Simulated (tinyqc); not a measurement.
# Thermal RC ladder, step response: time step and accuracy

A ladder of 3 nodes: R_i joins node i to node i + 1, the last R to the ambient; C_i is the heat capacity of node i; theta is the rise above ambient, zero at t = 0. d theta/dt = -A theta + b with b = (Pw/C_1, 0, ...), times in ms.

A = C^(-1) K, K_ii = 1/R_(i-1) + 1/R_i (no first term for node 1), K_(i,i+1) = K_(i+1,i) = -1/R_i. The time constants tau_k are the inverse eigenvalues of A; the rise of node 1 per watt is Z(t) = sum_k r_k (1 - exp(-t/tau_k)), with r_k = v_k1^2 tau_k/C_1 and v_k the unit eigenvectors of C^(-1/2) K C^(-1/2). Both schemes run from t = 0 to 0.44 ms in M equal steps dt: explicit, theta(new) = theta + dt (b - A theta); implicit, (1 + dt A) theta(new) = theta + dt b. Errors of node 1 are against Pw Z; tau_1 is the shortest time constant.

Parameters, values chosen for the exercise: resistances, junction to ambient R = [0.15, 0.82, 0.17] K/W; heat capacities of the nodes C = [0.83, 6.2, 53] mJ/K; power at node 1 from t = 0 Pw = 27 W.

Result of one run:
```
M  dt/tau_1  error, explicit (%)  error, implicit (%)
3     1.339                4.185               -4.372
```

What becomes of these results when the number of steps M is changed from 3 to 32, all else the same?

Result of the changed run:
```
M   dt/tau_1  error, explicit (%)  error, implicit (%)
32    0.1256               0.3251              -0.3503
```

The whole series:
```
M    dt/tau_1  error, explicit (%)  error, implicit (%)
2       2.009               -64.98               -6.701
3       1.339                4.185               -4.372
4       1.004                1.510               -3.205
8      0.5022                1.097               -1.511
16     0.2511               0.6200              -0.7213
32     0.1256               0.3251              -0.3503
64    0.06278               0.1660              -0.1723
128   0.03139              0.08382             -0.08539
```

With 2 steps the errors are -65 % (explicit) and -6.7 % (implicit), with 128 steps 0.084 and -0.085 %. The last doubling divides them by 2.0 and 2.0: both schemes are of first order, with errors of opposite sign. The explicit scheme is stable only for dt < 2 tau_1, and the first row, at 2.01, sits next to that limit, so its error does not follow the trend.

Program tinyqc, `OMP_NUM_THREADS=1 python tinyqc.py 2520037 2520038 out.jsonl`; Intel Xeon 2.30GHz, shared host, one thread, about 0.01 s.
